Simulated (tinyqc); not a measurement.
Worked calculation: carrier statistics of a doped semiconductor with parabolic bands. Values are carried at full precision from step to step, so a last printed digit may differ when a step is redone from the rounded ones.

Constants: kB = 8.617333262e-05 eV/K; hbar^2/2m0 = 3.80998211 eV angstrom^2.

Parameters, chosen for this exercise (near those of GaAs; the results hold for these values, not for the real material): Eg0 = 1.523 eV (gap at 0 K); al = 0.000526 eV/K (Varshni alpha); be = 205 K (Varshni beta); T = 400 K; ml = 0.0668 m0 (longitudinal electron mass); mt = 0.0668 m0 (transverse electron mass); Mv = 1 (equivalent valleys); mhh = 0.524 m0 (heavy-hole mass); mlh = 0.079 m0 (light-hole mass); ND = 9.1e+15 1/cm^3 (donors); NA = 3.9e+16 1/cm^3 (acceptors); ED = 0.00585 eV (donor level below Ec); EA = 0.025 eV (acceptor level above Ev).

## Gap and thermal energy

Eg(T) = Eg0 - al T^2/(T + be) (Varshni).

Eg = 1.38389 eV
kT = 0.034469 eV

The gap has shrunk by 139.1 meV from 0 K and is 40.1 kT wide.

## Effective densities of states

m_de = Mv^(2/3) (ml mt^2)^(1/3); m_dh = (mhh^(3/2) + mlh^(3/2))^(2/3); N = 2 (m kB T/(4 pi c))^(3/2) with c = hbar^2/2m0, in 1/angstrom^3; times 1e24 for 1/cm^3.

m_de = 0.0668 m0
m_dh = 0.5443 m0
Nc = 6.6703e+17 1/cm^3
Nv = 1.5513e+19 1/cm^3

The light holes supply 5.5 % of Nv, and Nc/Nv = 0.043.

## Intrinsic density and level

With Boltzmann statistics ni = sqrt(Nc Nv) exp(-Eg/2kT) and Ei = Eg/2 + (kT/2) ln(Nv/Nc), counted from Ev.

ni = 6.16e+09 1/cm^3
Ei = 0.7462 eV

Ei lies 54.2 meV above midgap, towards the band with the smaller density of states.

## Neutrality by bisection

Energies are counted from Ev, so Ec = Eg. n = Nc F_1/2((EF - Eg)/kT), p = Nv F_1/2(-EF/kT), ND+ = ND/(1 + 2 exp((EF - Eg + ED)/kT)), NA- = NA/(1 + 4 exp((EA - EF)/kT)); neutrality asks p + ND+ = n + NA-. F_j(eta) = (1/Gamma(j + 1)) integral_0^infinity x^j dx/(1 + exp(x - eta)), which tends to exp(eta) for eta << 0.

Start from the bracket [-0.2 eV, Eg + 0.2 eV]; at the midpoint EF take the sign of p + ND+ - n - NA-; where it is positive EF must rise. Fourteen steps are shown.

Bisection (eV, 1/cm^3):

| step | low | high | EF | n | p | ND+ | NA- | sign |
|---|---|---|---|---|---|---|---|---|
| 1 | -0.20000 | 1.58389 | 0.69195 | 1.28e+09 | 2.97e+10 | 9.10e+15 | 3.90e+16 | - |
| 2 | -0.20000 | 0.69195 | 0.24597 | 3.07e+03 | 1.23e+16 | 9.10e+15 | 3.87e+16 | - |
| 3 | -0.20000 | 0.24597 | 0.02299 | 4.76 | 6.82e+18 | 9.10e+15 | 7.44e+15 | + |
| 4 | 0.02299 | 0.24597 | 0.13448 | 121 | 3.11e+17 | 9.10e+15 | 3.34e+16 | + |
| 5 | 0.13448 | 0.24597 | 0.19023 | 609 | 6.21e+16 | 9.10e+15 | 3.77e+16 | + |
| 6 | 0.19023 | 0.24597 | 0.21810 | 1.37e+03 | 2.77e+16 | 9.10e+15 | 3.84e+16 | - |
| 7 | 0.19023 | 0.21810 | 0.20416 | 912 | 4.15e+16 | 9.10e+15 | 3.82e+16 | + |
| 8 | 0.20416 | 0.21810 | 0.21113 | 1.12e+03 | 3.39e+16 | 9.10e+15 | 3.83e+16 | + |
| 9 | 0.21113 | 0.21810 | 0.21462 | 1.24e+03 | 3.06e+16 | 9.10e+15 | 3.84e+16 | + |
| 10 | 0.21462 | 0.21810 | 0.21636 | 1.30e+03 | 2.91e+16 | 9.10e+15 | 3.84e+16 | - |
| 11 | 0.21462 | 0.21636 | 0.21549 | 1.27e+03 | 2.99e+16 | 9.10e+15 | 3.84e+16 | + |
| 12 | 0.21549 | 0.21636 | 0.21592 | 1.28e+03 | 2.95e+16 | 9.10e+15 | 3.84e+16 | + |
| 13 | 0.21592 | 0.21636 | 0.21614 | 1.29e+03 | 2.93e+16 | 9.10e+15 | 3.84e+16 | + |
| 14 | 0.21614 | 0.21636 | 0.21625 | 1.30e+03 | 2.92e+16 | 9.10e+15 | 3.84e+16 | - |

Each step halves the bracket, which is 0.218 meV wide at the last row.

## The neutral state

Solve the neutrality condition for EF to convergence.

EF = 0.2162 eV
n = 1.29e+03 1/cm^3
p = 2.93e+16 1/cm^3
ND+ = 9.10e+15 1/cm^3
NA- = 3.84e+16 1/cm^3

The material is p-type; 98.5 % of the acceptors are ionised. EF lies 6.27 kT inside the gap from the valence edge, so Boltzmann statistics would serve; n p/(Nc Nv exp(-Eg/kT)) = 0.999.

## Checks

- F_1/2(1) by the trapezoid rule against adaptive quadrature: both 1.575641.
- Positive against negative charge at the solution (1/cm^3): both 3.84004e+16.

Program tinyqc; command `OMP_NUM_THREADS=1 python tinyqc.py 1681841 1681842 out.jsonl`; about 0.01 s on one thread of a shared Intel(R) Xeon(R) Processor @ 2.30GHz.
